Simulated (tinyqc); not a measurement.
Worked calculation: low-temperature mobility of a two-dimensional electron gas with static screening. Computed by tinyqc, a small Python program that keeps every step. Command: `OMP_NUM_THREADS=1 python tinyqc.py 3005585 3005586 out.jsonl twodeg walk`. One thread of a shared host (Intel(R) Xeon(R) Processor @ 2.30GHz), about 0.01 s of CPU time with the checks. Intermediate numbers are printed to about 6 digits and carried at full precision; extremes and crossings named in words are read from the listed rows.

One subband is filled, the gas is degenerate and scatters at the Fermi circle; one permittivity serves on both sides of the interface. All formulas are in SI units, masses times m_0. Piezoelectric and polar phonons are left out, and n_s is taken as set by a gate, independent of N_i.

Inputs (values chosen for the exercise, modelled on a silicon inversion layer): in-plane mass m = 0.192 m_0; mass across the layer m_z = 0.917 m_0; permittivity eps = 11.6; valley degeneracy g_v = 2; sheet density n_s = 2.6e+11 1/cm^2; depletion charge N_d = 5.5e+10 1/cm^2; roughness height Delta = 0.17 nm; correlation length Lambda = 1.7 nm; remote charge density N_i = 2e+12 1/cm^2; distance d of the charges from the interface = 1.2 nm; density rho = 2329 kg/m^3; sound velocity v_l = 9080 m/s; deformation potential D_A = 13 eV; temperature T = 10 K.

Wave function: Fang-Howard. Roughness spectrum: Gaussian.

Constants: m_0 = 9.1093837015e-31 kg; e = 1.602176634e-19 C; eps_0 = 8.8541878128e-12 F/m; hbar = 1.054571817e-34 J s; k_B = 1.380649e-23 J/K.

## Fermi circle, screening and layer thickness

k_F = sqrt(2 pi n_s/g_v); E_F = hbar^2 k_F^2/(2 m); q_TF = g_v m e^2/(2 pi eps eps_0 hbar^2); Fang-Howard parameter b = [12 m_z e^2 (N_d + 11 n_s/32)/(eps eps_0 hbar^2)]^(1/3), mean depth 3/b; effective field F = e (N_d + n_s/2)/(eps eps_0).

k_F = 0.0903778 1/nm

E_F = 1.62086 meV

q_TF = 1.25113 1/nm

b = 0.687698 1/nm

mean depth = 4.36238 nm

effective field F = 0.0288586 MV/cm

q_TF/(2 k_F) = 6.92: screening is strong for back-scattering. Caution: k_B T exceeds a quarter of E_F, so scattering at the Fermi circle alone and zero-temperature screening are rough.

## The integrands at a few angles

Form factors with u = q/b: screening G(q) = [1 + 9u/8 + 3u^2/8]/(1 + u)^3, remote charge P(q) = exp(-q d)/(1 + u)^3. Dielectric function eps(q) = 1 + q_TF G(q)/q, with q = 2 k_F sin(theta/2). Roughness: <|U|^2> = (e F)^2 S(q), S = pi Delta^2 Lambda^2 exp(-q^2 Lambda^2/4). Remote charges: <|U|^2> = N_i [e^2 P(q)/(2 eps eps_0 q)]^2. The last two columns are (m/(pi hbar^3)) <|U|^2>/eps(q)^2.

Integrands (1e9/(s rad)):
```
theta (degrees)  q (1/nm)         G   eps(q)    roughness  remote charges
5                0.007884  0.978891  156.334  1.08944e-04         8942.11
15               0.023593  0.939035   50.796  1.03156e-03         7966.76
30               0.046783  0.885071   24.670  4.36833e-03         6702.68
60               0.090378  0.796995   12.033  1.82816e-02         4810.48
90               0.127813  0.732807    8.173  3.93927e-02         3594.63
135              0.166996  0.674732    6.055  7.11772e-02         2635.23
180              0.180756  0.656228    5.542  8.46670e-02         2360.31
```

## Interface roughness

1/tau_t = (m/(pi hbar^3)) int_0^pi (1 - cos theta) <|U|^2>/eps(q)^2 dtheta; the quantum rate 1/tau_q drops the factor (1 - cos theta); 200 Gauss-Legendre points in s with theta = pi s^2, s from 0 to 1; mu = e tau_t/m.

tau_t, roughness = 5122.70 ps

tau_q, roughness = 7808.83 ps

roughness mobility = 4.69266e+07 cm^2/(V s)

tau_t/tau_q, roughness = 0.656014

k_F Lambda = 0.15: the roughness is short against the Fermi wavelength and scatters through large angles.

## Remote charges

The formulas are those given above.

tau_t, charges = 0.105019 ps

tau_q, charges = 0.0731854 ps

remote-charge mobility = 962.032 cm^2/(V s)

tau_t/tau_q, charges = 1.43498

With D = d + 3/b = 5.56 nm, k_F D = 0.50 and q_TF D = 6.96. When both are large, only small angles survive the factor exp(-2 q D) and tau_t/tau_q tends to (2 k_F D)^2, here 1.01; that limit is not reached.

## Acoustic phonons

Unscreened deformation potential in equipartition: 1/tau = m D_A^2 k_B T I/(rho v_l^2 hbar^3), I = int |psi|^4 dz = 3 b/16 for the Fang-Howard function (used for both wave-function options); mu = e tau/m. Bloch-Grueneisen temperature T_BG = 2 hbar v_l k_F/k_B.

acoustic mobility = 152725 cm^2/(V s)

T_BG = 12.5363 K

Caution: T is below the Bloch-Grueneisen temperature T_BG, so equipartition fails: the acoustic mobility is only a lower bound and the acoustic share of 1/mu is overstated.

## All together

At the Fermi circle the rates add, so 1/mu is the sum; sheet resistance 1/(n_s e mu); mean free path hbar k_F mu/e; the quantum time adds the rates 1/tau_q, with the isotropic acoustic rate e/(m mu).

Mobilities:
```
process           mu (cm^2/(V s))  share of 1/mu (%)
roughness             4.69266e+07         0.00203720
remote charges            962.032            99.3720
acoustic phonons           152725           0.625956
```

mobility mu = 955.991 cm^2/(V s)

sheet resistance = 25110.9 ohm

mean free path = 5.68697 nm

Dingle ratio tau_t/tau_q = 1.43224

The largest single share of 1/mu (99 %) belongs to remote charges: they are many or near enough that screening leaves their potential the strongest. The Dingle ratio of 1.43 marks mostly large-angle scattering. Caution: k_F l is below 5, so the Boltzmann picture is near its limit and localisation corrections matter.

Checks made by the program: angular integral against adaptive quadrature (relative difference below 1e-10).
